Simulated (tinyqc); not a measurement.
# Trap density and grain size from the barrier

Question. With all traps filled Vb = q Qt^2/(8 eps0 eps_r N), and in that limit the barrier is largest at N* = Qt/Lg. Find Qt, Lg and the depleted width Qt/N.

Inputs (values chosen for the exercise):

| symbol | value | unit | meaning |
|---|---|---|---|
| eps_r | 11.7 |  | relative permittivity of the semiconductor |

Constants: q = 1.602176634e-19 C, eps0 = 8.8541878128e-14 F/cm where lengths are in cm. Results are converted to the units shown.

barrier at N = 1.4e18 cm^-3 = 0.027065363 V
doping of the largest barrier = 4.6666667e17 cm^-3

Answer. The barrier gives Qt, and N* then gives Lg.

Qt = 1.40e12 cm^-2
Lg = 30.0 nm
depleted width = 10.0 nm

Numbers from tinyqc (`OMP_NUM_THREADS=1 python tinyqc.py 2610129 2610130 out.jsonl`; about 0.01 s on one thread of a shared Intel Xeon 2.30GHz).
